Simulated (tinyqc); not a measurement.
What moves the results: inter-valley coupling by envelope functions against a chain of atomic planes. A value that a table varies takes the place of the one given here.

Chain: E(phi) = e0 + 2 v cos(phi) + 2 u cos(2 phi), cos(phi0) = -v/(4u), e0 = 2u + v^2/(4u); plane j = 0, 1, ... has the potential V_j = dE x_j + F (j - 30) a/4 (1 MV/m = 1e-4 V/angstrom). There are 30 barrier planes a side; with y = j - 29.5, x_j = xb (f(y) + f(Nw - y)), f(y) = 1/(1 + exp(y/L)), plus any Ge added in the well. The valley splitting is the spacing of the two lowest levels. Envelope theory: F_j solves a one-valley chain with hopping -b and diagonal 2b + V_j, b = 4u sin^2(phi0), sum F_j^2 = 1; the valleys couple by Dv = sum_j F_j^2 V_j exp(-2 i phi0 j) and split by 2|Dv|.

Inputs chosen for the exercise (near those of the Delta valleys of silicon in a SiGe well; the results hold for these values, not for the real material):

| symbol | value | unit | meaning |
|---|---|---|---|
| a | 5.431 | angstrom | lattice constant; planes lie a/4 apart |
| u | 0.648 | eV | second-neighbour hopping |
| v | 0.544 | eV | nearest hopping |
| Nw | 57 |  | planes in the well |
| L | 1 | planes | interface width |
| xb | 0.28 |  | Ge fraction of the barriers |
| dE | 0.59 | eV | offset per unit Ge fraction |
| F | 0 | MV/m | field |
| xs | 0.07 |  | Ge fraction added on that plane |
| xw | 0.014 |  | mean Ge fraction of the wiggle |
| x0 | 8962 |  | start of the number sequence |
| na | 12000 |  | atoms a plane under the dot |
| js | 45 |  | plane j of a Ge spike (the well starts at j = 30) |

## Position of the spike

The spike is moved through the well; position counted from the first well plane, j - 30.

Against position:

| j - 30 | F_j^2, smooth | mean of the doublet (meV) | splitting, chain (micro-eV) | envelope | first order |
|---|---|---|---|---|---|
| 3 | 0.00336 | 6.19 | 237 | 234 | 278 |
| 7 | 0.00805 | 6.34 | 543 | 537 | 665 |
| 11 | 0.01394 | 6.54 | 933 | 924 | 1152 |
| 17 | 0.02300 | 6.87 | 1592 | 1583 | 1900 |
| 23 | 0.02957 | 7.15 | 2155 | 2150 | 2442 |
| 28 | 0.03146 | 7.24 | 2338 | 2334 | 2599 |
| 37 | 0.02561 | 6.97 | 1804 | 1796 | 2115 |
| 46 | 0.01241 | 6.48 | 829 | 821 | 1025 |
| 54 | 0.00248 | 6.16 | 177 | 175 | 205 |

What can be read from the table?

The splitting is largest at plane 28 among these rows (2338 micro-eV), and the smooth envelope peaks at plane 28, counting all planes; without a spike it is 0.37. Where the splitting exceeds 20 micro-eV the envelope theory lies within 1.1 % of the chain and first order within 24 %.

## A periodic Ge profile (wiggle well)

periods (planes): pi/phi0 1.76272, pi/(pi - phi0) 2.31110

Added fraction xw (1 - cos(2 pi (j - 30)/p)) on the well planes; p = f times the resonant period pi/(pi - phi0). At resonance the estimate is dE xw.

Against period:

| f | p (planes) | mean of the doublet (meV) | splitting, chain (micro-eV) | envelope |
|---|---|---|---|---|
| 0.90 | 2.0800 | 14.19 | 74 | 70 |
| 0.95 | 2.1955 | 13.84 | 1565 | 1624 |
| 0.98 | 2.2649 | 13.96 | 6425 | 6690 |
| 0.99 | 2.2880 | 14.17 | 7708 | 7824 |
| 1.00 | 2.3111 | 14.28 | 8212 | 8199 |
| 1.01 | 2.3342 | 14.18 | 7771 | 7802 |
| 1.02 | 2.3573 | 13.99 | 6649 | 6781 |
| 1.05 | 2.4267 | 13.77 | 2346 | 2336 |
| 1.10 | 2.5422 | 14.14 | 234 | 226 |
| 1.50 | 3.4667 | 14.27 | 13 | 12 |
| 3.00 | 6.9333 | 14.27 | 3 | 3 |

What does this show, and why?

The splitting peaks at f = 1 with 8.21 meV, against the estimate dE xw = 8.26 meV, and is 0.78 and 0.81 of the value at f = 1 two per cent off to either side: the width of the resonance is set by the number of periods under the envelope. At f = 3 it is 3 micro-eV. The chain has one orbital a plane and knows only this resonance; longer periods that work through other bands are outside it.

## Random alloy fluctuations

A uniform fraction x is added on all planes. Each plane j then fluctuates by q sqrt(x_j (1 - x_j)/na) in Ge fraction, q = sqrt12 (z/2147483647 - 1/2) with z(new) = 16807 z mod 2147483647 from x0, restarted for each row; 24 samples. Theory: Dv is a complex Gaussian with sigma^2 = dE^2 sum F_j^4 x_j (1 - x_j)/na, and the mean splitting is sqrt(pi) sigma if the smooth part is negligible.

Splitting (micro-eV):

| x | sigma | sqrt(pi) sigma | mean of 24 | least | largest |
|---|---|---|---|---|---|
| 0.00 | 6.7 | 11.8 | 10.9 | 1.6 | 29.0 |
| 0.01 | 82.5 | 146.2 | 122.3 | 13.9 | 327.8 |
| 0.02 | 115.9 | 205.4 | 172.0 | 18.9 | 458.8 |
| 0.05 | 180.2 | 319.4 | 267.7 | 29.1 | 711.1 |
| 0.10 | 247.9 | 439.5 | 368.6 | 40.4 | 976.7 |

What does this show, and why?

Without added Ge the disorder sits in the barriers, where the state is small: mean 10.9 micro-eV, against 0.37 for the smooth well. With 5 % Ge in the well the mean is 268, theory 319, with a statistical error of about 11 % for 24 samples; the miss is -16 %, and since every row reuses one sequence the rows with added Ge miss alike. The spread grows with the mean: at 5 % the samples run from 29 to 711, so small splittings remain possible. sigma falls as 1/sqrt(na) for larger dots. A chain with one orbital a plane has no Bloch-function factor, which scales all these couplings down in fuller models.

## What each parameter does

Chain with the spike on plane js. Each row changes one parameter from the base and keeps the others.

Results:

| case | level (meV) | splitting (micro-eV) |
|---|---|---|
| base | 6.755 | 1370.7 |
| Nw = 63 | 5.603 | 1068.5 |
| L = 1.5 planes | 7.058 | 1370.9 |
| xb = 0.33 | 6.897 | 1372.9 |
| dE = 0.649 eV | 6.893 | 1482.0 |
| F = 2 MV/m | 14.135 | 1997.4 |
| js = 48 | 6.920 | 1699.7 |
| xs = 0.091 | 6.914 | 1687.8 |

What does this show?

The largest shifts from the base row, up to three for each result and ties (the steps differ in size, so this ranks the rows, not the parameters). level (meV): F +7.380, Nw -1.152, L +0.303. splitting (micro-eV): F +626.7, js +329.0, xs +317.1.

Computed by tinyqc, a small Python program: `OMP_NUM_THREADS=1 python tinyqc.py 1451847 1451848 out.jsonl` (the numbers bound the seed that draws the inputs); one thread of a shared host (Intel(R) Xeon(R) Processor @ 2.30GHz), about 0.09 s for the whole set of steps.
